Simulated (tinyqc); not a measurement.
# From D0 over the value without disorder back to scale factor s of the disorder

Model: kinetic Monte Carlo and master equation for a particle on a ring of sites with traps and bias. Computed by tinyqc, a small Python program. Command: `OMP_NUM_THREADS=1 python tinyqc.py 3028904 3028905 out.jsonl kmc inv`. One thread of a shared host (Intel(R) Xeon(R) Processor @ 2.30GHz), about 0.02 s of CPU time with the checks.

7 sites on a ring, numbered 1 to 7. The saddle between i and i+1 lies at E0 + s b_i and site i at s eps_i; a force F tilts the landscape, with the saddle half-way.

Inputs (values chosen for the exercise, for a model defect):
```
quantity,value,unit
reference barrier E0,0.32,eV
attempt frequency nu,3.8,THz
temperature T,280,K
site spacing a,3.1,angstrom
force F along the ring,0.016,eV/angstrom
```

Disorder: site traps.

site energies eps_i (eV): [-0.031, -0.039, 0, 0, 0, 0, -0.026]

saddle shifts b_i between sites i and i+1 (eV): [0, 0, 0, 0, 0, 0, 0]

Constants: k_B = 8.617333262e-05 eV/K.

Method. At zero force D0 = a^2 nu exp(-E0/(k_B T)) / [<exp(-s eps/(k_B T))> <exp(s b/(k_B T))>], with means over the ring; Einstein relation v = D0 F/(k_B T); 1 angstrom = 1e-8 cm.

Task: A run gave the result below. Find the scale factor s of the disorder, known to lie between 0.57 and 1.9.

D0 over the value without disorder = 0.4265116

Result:

Each step takes the trial c = (a f_b - b f_a)/(f_b - f_a), f being the result less the target and a, b, c the logarithms of the listed values; c replaces end b, the old b replaces a if the sign of f changed, and otherwise f_a is halved.

Scan of the range:
```
scale factor s of the disorder,D0 over the value without disorder
0.570,0.670453
0.697,0.600708
0.851,0.520712
1.040,0.430974
1.270,0.336033
1.550,0.242324
1.900,0.156258
```

False position (Illinois rule, in the logarithm of the input) inside the bracket:
```
step,end a,end b,trial,D0 over the value without disorder
1,1.04000,1.27000,1.04981,0.426595
2,1.27000,1.04981,1.05000,0.426513
3,1.27000,1.05000,1.05000,0.426510
4,1.05000,1.05000,1.05000,0.426512
```

D0 over the value without disorder falls at every point of a 13-point scan of the range (every second point is shown), so one value fits; it is bracketed by 1.04 and 1.27. Answer: scale factor s of the disorder = 1.050.
